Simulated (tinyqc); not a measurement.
Inverse iteration on a symmetric matrix, step by step. One step of it, computed by the program tinyqc.

Task: Step 2. solve (A - shift) w = v; v' = w/|w| with its largest component positive (the first on a tie); lambda = v'^T A v'.

A, lower triangle:
```
           1          2          3          4          5         6
1   0.321000
2  -0.004000   0.774000
3  -0.022000   0.126000   0.872000
4   0.431000   0.357000  -0.160000   1.664000
5   0.020000  -0.237000   0.841000   0.025000   1.782000
6   0.143000  -0.417000  -0.453000  -0.771000  -0.598000  2.001000
```

vector after step 1: 0.431205  0.527372  0.377920  0.271980  0.269320  0.496600

shift = -0.430000

Give: vector after step 2; Rayleigh quotient after step 2.

Result:

vector after step 2: 0.4932  0.6214  0.3223  0.1301  0.1994  0.4584

Rayleigh quotient after step 2 = 0.6741
